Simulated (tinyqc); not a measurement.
Worked calculation: size effects in the resistivity of thin metal films and interconnect lines. Computed by tinyqc, a small Python program that keeps every step. Command: `OMP_NUM_THREADS=1 python tinyqc.py 3012965 3012966 out.jsonl size walk`. One thread of a shared host (Intel(R) Xeon(R) Processor @ 2.30GHz), about 0.01 s of CPU time with the checks. Intermediate numbers are printed to about 7 digits and carried at full precision; extremes and crossings named in words are read from the listed rows.

Electrons lose their drift at surfaces (a share 1 - p of the hits) and at grain boundaries (reflection R), besides bulk scattering.

Inputs (values chosen for the exercise, modelled on platinum):

| quantity | value | unit |
|---|---|---|
| bulk resistivity rho_b | 10.7 | microohm cm |
| bulk mean free path lambda | 7.77 | nm |
| specularity p | 0 | - |
| grain-boundary reflection R | 0.28 | - |
| film thickness h | 27 | nm |
| grain size over thickness | 0.62 | - |

Geometry: film.

## Grain size

D = (ratio) h.

grain size D = 16.74 nm

## Grain boundaries

Mayadas-Shatzkes: alpha = (lambda/D) R/(1 - R); rho_b/rho = 1 - 3 alpha/2 + 3 alpha^2 - 3 alpha^3 ln(1 + 1/alpha).

alpha = 0.1805058

rho/rho_b from grains = 1.259677

The linear estimate 1 + 3 alpha/2 gives 1.271, within 2 %.

## Surfaces

Fuchs-Sondheimer film: rho_b/rho = 1 - (3/(2 kappa))(1 - p) int_0^1 (s - s^3)(1 - exp(-kappa/s))/(1 - p exp(-kappa/s)) ds, f = rho/rho_b, kappa = thickness/lambda, 80 Gauss-Legendre points.

kappa = h/lambda = 3.474903

rho/rho_b from surfaces = 1.120324

The thick-film form 1 + 3 (1 - p)/(8 kappa) gives 1.108, a deviation of -1.1 %.

## Resistivity of the film

Both together (Mayadas-Shatzkes film): rho_b/rho = (rho_b/rho of the grains alone) - (6/(pi kappa))(1 - p) int_0^(pi/2) dphi int_0^1 ds (cos^2 phi/H^2)(s - s^3)(1 - exp(-kappa H/s))/(1 - p exp(-kappa H/s)), H = 1 + alpha/(cos phi sqrt(1 - s^2)), 40 x 80 Gauss-Legendre points. Sheet resistance rho/h; additive estimate rho_b (f_surface + f_grain - 1).

resistivity rho = 14.68605 microohm cm

sheet resistance = 5.439278 ohm

additive estimate = 14.76602 microohm cm

error of the additive estimate = 0.5444961 %

Adding the two excesses (Matthiessen's rule) is 0.5 % high.

## Exact and approximate surface terms

Thick-film form 1 + 3 (1 - p)/(8 kappa); thin-film form (4/3)((1 - p)/(1 + p))/(kappa ln(1/kappa)).

Rho/rho_b:

| kappa | h (nm) | exact | thick-film form | thin-film form |
|---|---|---|---|---|
| 0.01 | 7.770000e-02 | 26.48360 | 38.5000 | 28.95297 |
| 0.02 | 1.554000e-01 | 15.33292 | 19.7500 | 17.04148 |
| 0.05 | 3.885000e-01 | 7.72766 | 8.5000 | 8.90155 |
| 0.1 | 7.770000e-01 | 4.78166 | 4.7500 | 5.79059 |
| 0.2 | 1.554000e+00 | 3.09586 | 2.8750 | 4.14223 |
| 0.5 | 3.885000e+00 | 1.91615 | 1.7500 | - |
| 1 | 7.770000e+00 | 1.46229 | 1.3750 | - |
| 2 | 1.554000e+01 | 1.22084 | 1.1875 | - |
| 5 | 3.885000e+01 | 1.08102 | 1.0750 | - |
| 10 | 7.770000e+01 | 1.03896 | 1.0375 | - |

The thick-film form is within 5 % down to kappa = 2; at kappa = 0.01 it is 1.45 times the exact value and the thin-film form 1.09 times. The resistivity doubles between 1.55 and 3.88 nm. Rows thinner than about 5 nm only illustrate the formulas.

Checks made by the program: grain-boundary formula against its angular integral 3 int_0^1 c^3/(c + alpha) dc (relative difference below 1e-10); combined formula at alpha -> 0 against Fuchs-Sondheimer (relative difference 1e-07).
